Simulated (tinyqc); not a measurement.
# Changing the density n2

Model: Hall effect and magnetoresistance of several carrier groups with constant relaxation times. Computed by tinyqc, a small Python program. Command: `OMP_NUM_THREADS=1 python tinyqc.py 3010073 3010074 out.jsonl hall2 sweep`. One thread of a shared host (Intel(R) Xeon(R) Processor @ 2.30GHz), about 0.01 s of CPU time with the checks.

Group 1 has charge -e and group 2 charge +e; s_i is that sign. B lies along z; mu B is formed with mu in m^2/(V s).

Inputs (values chosen for the exercise, for a model conductor):

| quantity | value | unit |
|---|---|---|
| density n1 | 3.1e+15 | 1/cm^3 |
| mobility mu1 | 3400 | cm^2/(V s) |
| mobility mu2 | 210 | cm^2/(V s) |
| magnetic field B | 0.42 | T |

Carriers: electrons and holes. Densities: per volume.

Constants: e = 1.602176634e-19 C.

Method:
- sigma_xx = sum n_i e mu_i/(1 + mu_i^2 B^2); sigma_xy = sum s_i n_i e mu_i^2 B/(1 + mu_i^2 B^2).
- rho_xx = sigma_xx/(sigma_xx^2 + sigma_xy^2); Hall coefficient R_H = sigma_xy/(B (sigma_xx^2 + sigma_xy^2)), with B in V s/cm^2 (1 T = 1e-4 V s/cm^2); magnetoresistance MR = rho_xx(B)/rho_xx(0) - 1. Apparent density 1/(e |R_H|); Hall mobility |R_H|/rho_xx.
- Weak field: R_H(0) = sum s_i n_i mu_i^2/(e (sum n_i mu_i)^2); MR = c B^2 with c = n1 n2 mu1 mu2 (s1 mu1 - s2 mu2)^2/(n1 mu1 + n2 mu2)^2. Strong field: R_H = 1/(e sum s_i n_i); rho_xx saturates at (n1/mu1 + n2/mu2)/(e (sum s_i n_i)^2).

One run for each value:

| density n2 (1/cm^3) | Hall coefficient R_H (cm^3/C) | R_H at weak field (cm^3/C) | magnetoresistance MR (%) | rho_xx (ohm cm) |
|---|---|---|---|---|
| 9.30e+13 | -2.006e+03 | -2.006e+03 | 0.0042 | 0.5911 |
| 2.80e+14 | -1.990e+03 | -1.990e+03 | 0.0127 | 0.5890 |
| 8.20e+14 | -1.947e+03 | -1.947e+03 | 0.0364 | 0.5829 |
| 2.40e+15 | -1.828e+03 | -1.828e+03 | 0.1001 | 0.5657 |
| 7.10e+15 | -1.531e+03 | -1.532e+03 | 0.2496 | 0.5201 |
| 2.10e+16 | -9.732e+02 | -9.749e+02 | 0.4775 | 0.4195 |
| 6.30e+16 | -3.625e+02 | -3.652e+02 | 0.5641 | 0.2641 |
| 1.90e+17 | -6.613e+01 | -6.736e+01 | 0.3754 | 0.1242 |
| 5.50e+17 | -4.284e+00 | -4.550e+00 | 0.1732 | 0.0496 |
| 1.60e+18 | 1.844e+00 | 1.805e+00 | 0.0665 | 0.0180 |

What does the table show, and why?

Over the rows, Hall coefficient R_H (cm^3/C) rises from -2010 to 1.84; R_H at weak field (cm^3/C) rises from -2010 to 1.80; magnetoresistance MR (%) goes from 0.00424 through a maximum among these rows, 0.564 at 6.30e16, to 0.0665. The weak-field R_H vanishes at n2 = n1 (mu1/mu2)^2 = 8.13e17, above n1, since each group counts with mu^2; at the given field the sign changes between 5.50e17 and 1.60e18.

Extremes, crossings and ranges named in words are read from the listed rows.
